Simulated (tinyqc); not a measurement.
Thinning the film: dielectric confinement in a thin film (image charges).

A film |z| < t/2 of dielectric constant eps between half-spaces of dielectric constant e2; lam = (eps - e2)/(eps + e2), q = e^2/(4 pi eps0). The self-energy of a band edge is taken with the high-frequency value, e2 = eh, and the field of a fixed ion with the static one, e2 = eo. A charge at z has images lam^|n| at n t + (-1)^n z. Its self-energy is S(z) = (q/2 eps) sum over n >= 1 of lam^n [1/(n t - 2z) + 1/(n t + 2z)] for odd n and 2 lam^n/(n t) for even n; at the centre S(0) = -(q/(eps t)) ln(1 - lam).

Donor at the centre, lam from the static eo, trial function cos(pi z/t) exp(-rho/l): E(l) = c/(m l^2) - (q/eps) times the integral over k of F(k t) (1 + (k l/2)^2)^(-3/2), with F(x) = F0 + 2 lam exp(-x) G/(1 - lam exp(-x)), F0 = 2[(1 - exp(-x/2))/x + x (1 + exp(-x/2))/(x^2 + 4 pi^2)], G = 2 sinh(x/2)[1/x - x/(x^2 + 4 pi^2)]; c = hbar^2/2m0. The binding energy is -E at the minimum, counted from the subband edge with its self-energy.

Constants: e^2/(4 pi eps0) = 14.39964547 eV angstrom; hbar^2/2m0 = 3.80998211 eV angstrom^2; Ry = 13.60569312 eV.

Parameters, chosen for this exercise (near those of a Si (100) film, two-fold valleys, between layers of SiO2; not measured data): eps = 11.8 (dielectric constant of the film); eh = 2.1 (high-frequency dielectric constant outside); eo = 4 (static dielectric constant outside); m = 0.19 m0 (mass in the plane); mz = 0.906 m0 (mass across the film); ts = (10, 15, 22, 32, 48, 70, 100) angstrom (thicknesses).

<S> is the mean over (2/t) cos^2(pi z/t); confinement c (pi/t)^2/mz; donor binding with and without images.

Results:

| t (angstrom) | <S> (meV) | confinement (meV) | binding, no images (meV) | binding (meV) | l (angstrom) |
|---|---|---|---|---|---|
| 10 | 164.9 | 415.0 | 58.1 | 164.9 | 15.7 |
| 15 | 109.9 | 184.5 | 53.4 | 133.5 | 18.0 |
| 22 | 75.0 | 85.8 | 48.5 | 108.2 | 20.6 |
| 32 | 51.5 | 40.5 | 43.3 | 87.3 | 23.5 |
| 48 | 34.4 | 18.0 | 37.5 | 68.5 | 27.3 |
| 70 | 23.6 | 8.5 | 32.2 | 54.3 | 31.4 |
| 100 | 16.5 | 4.2 | 27.4 | 43.3 | 36.0 |

Between 100 and 10 angstrom the binding goes from 43.3 to 164.9 meV; quantum confinement alone would take it from 27.4 to 58.1, so the images supply +16.0 and +106.8 meV. |<S>| goes as 1/t and exceeds the confinement energy beyond 25 angstrom. For t well above a* = 33 angstrom the separable trial function underbinds, which affects the last rows. Hard-wall energies above 300 meV (up to t = 10 angstrom) overstate the confinement: walls are finite and valleys non-parabolic.

Run: tinyqc, `OMP_NUM_THREADS=1 python tinyqc.py 1252625 1252626 out.jsonl`; Intel(R) Xeon(R) Processor @ 2.30GHz, one thread, shared host; about 0.03 s of CPU time with all checks.
